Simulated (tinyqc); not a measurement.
# A temperature scan through the peak

Model: deep-level transient spectroscopy (DLTS) of one majority-carrier trap. Computed by tinyqc, a small Python program. Command: `OMP_NUM_THREADS=1 python tinyqc.py 3012487 3012488 out.jsonl dlts sweep`. One thread of a shared host (Intel(R) Xeon(R) Processor @ 2.30GHz), about 0.02 s of CPU time with the checks.

A filling pulse loads the traps in a one-sided junction; under reverse bias they empty at the rate e, and the capacitance relaxes as C(t) = C_0 - dC exp(-e t). The signal is S = [C(t_2) - C(t_1)]/dC.

Inputs (values chosen for the exercise, with mass and screening modelled on 4H-SiC): density-of-states mass m = 2.07 m_0; valleys M = 1; trap depth E_t = 0.219 eV; cross-section sigma_0 = 4.4e-14 cm^2; degeneracy ratio g = 0.5; gate time t_1 = 0.0004 s; ratio t_2/t_1 = 2.5; dielectric constant eps = 9.34; mean field F = 240000 V/cm.

Carriers: holes. Extra term: Poole-Frenkel lowering.

Constants: k_B = 8.617333262e-05 eV/K; k_B = 1.380649e-23 J/K; m_0 = 9.1093837015e-31 kg; h = 6.62607015e-34 J s; e = 1.602176634e-19 C; eps_0 = 8.8541878128e-12 F/m.

Method. e = g sigma v N_b exp(-E/k_B T), v = sqrt(3 k_B T/m), N_b = 2 M (2 pi m k_B T/h^2)^(3/2), sigma = sigma_0, E = E_t - dE with the one-dimensional Poole-Frenkel lowering dE = sqrt(e^3 F/(pi eps eps_0)), F being held as an input apart from the bias (the centre is charged when empty). S(e) = exp(-e t_1) - exp(-e t_2) peaks at the rate window e_0 = ln(t_2/t_1)/(t_2 - t_1).

One run for each value:
```
temperature T (K)  emission rate e (1/s)  signal at T
48.4                           2.540e+01    1.497e-02
50.3                           6.623e+01    3.794e-02
52.1                           1.544e+02    8.317e-02
54.0                           3.556e+02    1.667e-01
55.8                           7.457e+02    2.677e-01
57.7                           1.553e+03    3.257e-01
59.5                           2.986e+03    2.524e-01
61.3                           5.534e+03    1.054e-01
63.2                           1.024e+04    1.663e-02
65.0                           1.776e+04    8.211e-04
66.9                           3.082e+04    4.421e-06
```

Over the rows, emission rate e (1/s) rises from 25.4 to 30800 (exponent d ln y / d ln x 25 between the first rows and 19 between the last); signal at T goes from 0.0150 through a maximum among these rows, 0.326 at 57.7, to 4.42e-6. The signal peaks where e equals the rate window.

Extremes, crossings and ranges named in words are read from the listed rows.
